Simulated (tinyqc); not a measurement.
One electron in a tunnel-coupled double dot: charge qubit, sensing and quantum capacitance: one step of the calculation.

Basis (left, right), H = [[ep/2, tc], [tc, -ep/2]], splitting Om = sqrt(ep^2 + 4 tc^2), ep = al times the gate voltage. In equilibrium the electron is on the right with the chance P_R = [1 + (ep/Om) tanh(Om/2 kB T)]/2.

Task. Splitting and occupation. Also the frequency Om/h, the mixing angle arctan2(2 tc, ep) and the weight of the right dot in the ground state, (1 + ep/Om)/2.

Parameters, values chosen for the exercise: tunnel coupling tc = 20 ueV; electron temperature T = 0.059 K; detuning ep = 14.7 ueV.

Constants: q = 1.602176634e-19 C, kB = 1.380649e-23 J/K, h = 6.62607015e-34 J s, Vt = kB T/q. Results are converted to the units shown.

Find: Om; Om/h; mixing angle; ground-state weight; kB T; P_R.

Result.

Om = 42.616 ueV
Om/h = 10.304 GHz
mixing angle = 69.822 degree
ground-state weight = 0.67247
kB T = 5.0842 ueV
P_R = 0.67239

tinyqc, about 0.01 s, one thread, Intel Xeon 2.30GHz (shared host): `OMP_NUM_THREADS=1 python tinyqc.py 2470114 2470115 out.jsonl`
